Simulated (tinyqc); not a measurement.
What each parameter does: finite square well with mass mismatch (envelope functions).

A square well of width L and depth V0, mass mw inside and mb outside, energies from the bottom of the well, c = hbar^2/2m0. k = sqrt(mw E/c), kappa = sqrt(mb (V0 - E)/c). psi and psi'/m are continuous at the walls (BenDaniel-Duke), so level n solves k L + 2 atan[(k/mw)/(kappa/mb)] = n pi.

Constants: hbar^2/2m0 = 3.80998211 eV angstrom^2.

Parameters, chosen for this exercise (near those of a GaAs well in AlGaAs; shifted at random, so the results belong to these values and not to a real crystal):
- L = 80 angstrom (well width)
- V0 = 0.308 eV (barrier height)
- mw = 0.0686 m0 (mass in the well)
- mb = 0.0985 m0 (mass in the barrier)

Parabolic bands. Pb is the probability of level 1 in the barriers, (A^2/kappa)/(A^2/kappa + L/2 + sin(kL)/(2k)) with A = cos(kL/2).

One parameter was then changed.

Results before and after:

| case | E1 (eV) | bound levels | Pb | V0 - E1 (eV) |
|---|---|---|---|---|
| base | 0.0434 | 2 | 0.0409 | 0.2646 |
| changed | 0.0415 | 2 | 0.0369 | 0.2665 |

Which of these changes was made? (a) mw = 0.0755 m0; (b) L = 72 angstrom; (c) mb = 0.0788 m0; (d) V0 = 0.262 eV.

Answer: (a) mw = 0.0755 m0. Of the candidates, run in turn, only this one gives the changed row.

All candidates:

| case | E1 (eV) | bound levels | Pb | V0 - E1 (eV) |
|---|---|---|---|---|
| base | 0.0434 | 2 | 0.0409 | 0.2646 |
| L = 72 angstrom | 0.0503 | 2 | 0.0512 | 0.2577 |
| V0 = 0.262 eV | 0.0414 | 2 | 0.0486 | 0.2206 |
| mw = 0.0755 m0 | 0.0415 | 2 | 0.0369 | 0.2665 |
| mb = 0.0788 m0 | 0.0459 | 2 | 0.0411 | 0.2621 |

Computed by tinyqc, a small Python program: `OMP_NUM_THREADS=1 python tinyqc.py 1282625 1282626 out.jsonl` (the numbers bound the seed that draws the inputs); one thread of a shared host (Intel(R) Xeon(R) Processor @ 2.30GHz), about 0.01 s for the whole set of steps.
